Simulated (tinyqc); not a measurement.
# Single-electron transistor, orthodox theory and master equation: what changes with what

A metal island with n extra electrons joins the left lead (voltage V) and the right lead (0 V) by tunnel junctions and couples to a gate. Cs = CL + CR + Cg. Adding electron n + 1 costs mu(n) = [q (n + 1/2) - CL V - Cg Vg]/Cs (in volts); the Fermi levels are -V (left) and 0 (right). A jump that gains the energy W has the rate G(W) = (W/q)/(R [1 - exp(-W/Vt)]), W in volts, Vt = kB T/q. Sequential tunnelling only; I > 0 flows from left to right.

Parameters, values chosen for the exercise: capacitance of the left junction CL = 34 aF; capacitance of the right junction CR = 44 aF; gate capacitance Cg = 9.6 aF; resistance of the left junction RL = 590 kohm; resistance of the right junction RR = 12000 kohm; temperature T = 0.83 K; gate voltage Vg = 2.7 mV.

Constants: q = 1.602176634e-19 C, kB = 1.380649e-23 J/K, Vt = kB T/q. Results are converted to the units shown.

Each table varies one quantity; the others keep the values above.

## The Coulomb oscillation

Here V = 0.59 mV. Onto the island: from the left W = -V - mu(n), from the right W = -mu(n); off the island (n + 1 to n): to the left W = mu(n) + V, to the right W = mu(n). Steady state: p(n + 1)/p(n) = (sum of on rates)/(sum of off rates), normalised. I = q sum_n [p(n + 1) (off to left) - p(n) (on from left)]. Enough charge states are kept that the digits shown do not change.

The Coulomb oscillation:
```
Vg (mV)    I (nA)  mean n
0        4.150e-5   0.000
1.67     3.985e-5   0.000
3.34     3.042e-4   0.000
5.01     0.001957   0.002
6.68     0.007996   0.009
8.34      0.01909   0.037
10        0.02894   0.156
11.7      0.01967   0.604
13.4     0.003503   0.946
15       4.091e-4   0.995
16.7     4.099e-5   1.000
18.4     4.166e-5   1.000
20       2.936e-4   1.000
21.7     0.001958   1.002
```

What does the comparison show?

I is largest, 0.0289 nA, at Vg = 10 mV and smallest, 3.99e-5 nA, at 1.67 mV among the rows; the pattern repeats every q/Cg = 16.7 mV. At zero temperature current flows while mu(0) lies between -V and 0, for Vg from 6.26 to 11.6 mV; the mean n moves from 0.00 to 1.00 over the table.

## Current against bias

Same model as above.

Current against bias:
```
V (mV)     I (nA)   mean n  states above 1 %  I (RL + RR)/V
0.183   1.9246e-5   0.0001                 1      0.0013241
0.701   2.2734e-4   0.0001                 1      0.0040830
1.22    0.0019978  -0.0005                 1       0.020617
1.74     0.020067  -0.0744                 2        0.14520
2.26      0.11491  -0.6089                 2        0.64013
2.77      0.16139  -0.8078                 2        0.73354
3.29      0.18682  -0.8647                 2        0.71492
3.81      0.20771  -0.8917                 2        0.68635
4.33      0.22729  -0.9100                 2        0.66088
4.85      0.26126  -1.0227                 3        0.67819
5.36      0.33976  -1.4298                 3        0.79806
5.88      0.38890  -1.6420                 3        0.83270
6.4       0.41990  -1.7351                 3        0.82602
```

What does the table show?

At zero temperature the blockade would end at V = 1.59 mV. The ratio I (RL + RR)/V moves up and down between 0.00132 and 0.833. Over the second half of the table the slope between rows varies from 0.474 to 1.94 times 1/(RL + RR): a Coulomb staircase, which a rerun with equal junctions shows much less.

Range of the model: Cotunnelling, which dominates deep in the blockade, is left out.

Numbers from tinyqc (`OMP_NUM_THREADS=1 python tinyqc.py 2780105 2780106 out.jsonl`; about 0.01 s on one thread of a shared Intel Xeon 2.30GHz).
